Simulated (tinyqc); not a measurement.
Configuration-coordinate model of a defect: Huang-Rhys factor and luminescence line shape: one step, computed by the program tinyqc.

Ground state E_g(Q) = (1/2) omega_g^2 Q^2; excited state E_e(Q) = E_0 + (1/2) omega_e^2 (Q - dQ)^2 with omega_e = omega_g and E_0 = E_ZPL. Q is mass-weighted; the dipole does not depend on Q (Condon approximation).

Task: Huang-Rhys factors and vertical energies. S = hbar omega dQ^2/(2 hbar^2/u) for each state; relaxation energy S hbar omega; absorption at E_0 + S_e hbar omega_e, emission at E_0 - S_g hbar omega_g; the Stokes shift is their difference.

Inputs (values chosen for the exercise, for a model defect in a wide-gap host): zero-phonon energy E_ZPL = 3.12 eV; displacement dQ = 0.749 u^(1/2) angstrom; ground-state phonon hbar omega_g = 85.2 meV.

Modes: equal frequencies in both states.

Constants: hbar^2/u = 4.18015928e-03 eV angstrom^2.

Give: S_g; S_e; relaxation energy, ground state; relaxation energy, excited state; vertical absorption energy; vertical emission energy; Stokes shift.

Result:

S_g = 5.717

S_e = 5.717

relaxation energy, ground state = 0.4871 eV

relaxation energy, excited state = 0.4871 eV

vertical absorption energy = 3.607 eV

vertical emission energy = 2.633 eV

Stokes shift = 0.9742 eV

The coupling is strong: a broad band, with almost no zero-phonon line.
